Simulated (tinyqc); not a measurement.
Changing the fraction x of B sites: two-sublattice mean-field magnet: ferrimagnet, compensation points and susceptibility. Computed by tinyqc, a small Python program. Command: `OMP_NUM_THREADS=1 python tinyqc.py 3020157 3020158 out.jsonl ferri sweep`. One thread of a shared host (Intel(R) Xeon(R) Processor @ 2.30GHz), about 0.06 s of CPU time with the checks.

A random alloy A(1-x)B(x) with H = -sum over pairs J S_i.S_j. a = <S_A> and b = <S_B> are taken along z, a > 0. Exchange fields: h_A = (1 - x) zJ_AA a + x zJ_AB b, h_B = (1 - x) zJ_AB a + x zJ_BB b; a = S_A B_(S_A)(S_A h_A/(k_B T)) and likewise for b, with the Brillouin function B_S(y) = [(2S + 1)/(2S)] coth[(2S + 1) y/(2S)] - [1/(2S)] coth[y/(2S)].

Inputs (values chosen for the exercise, for a model ferrimagnet):

| quantity | value | unit |
|---|---|---|
| spin S_A | 1.5 | - |
| spin S_B | 1.5 | - |
| g factor g_A | 2.2 | - |
| g factor g_B | 2 | - |
| z J_AA | 53.3 | meV |
| z J_BB | 3.8 | meV |
| z J_AB | -21 | meV |
| T over T_c | 0.47 | - |
| largest number of steps | 3000 | - |

Constants: k_B = 8.617333262e-05 eV/K.

Method:
- Linearised, T (a, b) = M (a, b) with M_ij = S_i (S_i + 1) c_j zJ_ij/(3 k_B), c_A = 1 - x, c_B = x. T_c is the larger eigenvalue, and its eigenvector gives b/a at onset, (T_c - M_AA)/M_AB.
- Repeat from a = S_A, b = -S_B until a and b change by less than 1e-10.
- Net moment m = (1 - x) g_A a + x g_B b in mu_B per site; net spin s = (1 - x) a + x b. At T = 0, a = S_A and b = -S_B. Effective g = m/s.
- T_M: m = 0; T_A: s = 0; searched between 0.02 and 0.97 T_c, and given as 0 if there is no change of sign.

One run for each value:

| fraction x of B sites | m at T = 0 (mu_B) | magnetic compensation T_M (K) | T_c (K) | net moment m (mu_B) | angular-momentum compensation T_A (K) |
|---|---|---|---|---|---|
| 0.08 | 2.796 | 0.000 | 720.83 | 2.6841 | 0.00 |
| 0.13 | 2.481 | 0.000 | 688.05 | 2.4388 | 0.00 |
| 0.18 | 2.166 | 0.000 | 655.21 | 2.1934 | 0.00 |
| 0.24 | 1.788 | 0.000 | 615.69 | 1.8987 | 0.00 |
| 0.29 | 1.473 | 0.000 | 582.65 | 1.6529 | 0.00 |
| 0.34 | 1.158 | 0.000 | 549.51 | 1.4068 | 0.00 |
| 0.39 | 0.843 | 0.000 | 516.24 | 1.1605 | 0.00 |
| 0.45 | 0.465 | 0.000 | 476.12 | 0.8643 | 0.00 |
| 0.50 | 0.150 | 0.000 | 442.48 | 0.6169 | 0.00 |
| 0.55 | -0.165 | 97.575 | 408.63 | 0.3688 | 129.82 |

What does the table show, and why?

Over the rows, m at T = 0 (mu_B) falls from 2.80 to -0.165; magnetic compensation T_M (K) rises from 0 to 97.6, flat over part of the range; T_c (K) falls from 721 to 409 (exponent d ln y / d ln x -0.096 between the first rows and -0.84 between the last). A zero marks no compensation point.

Extremes, crossings and ranges named in words are read from the listed rows.
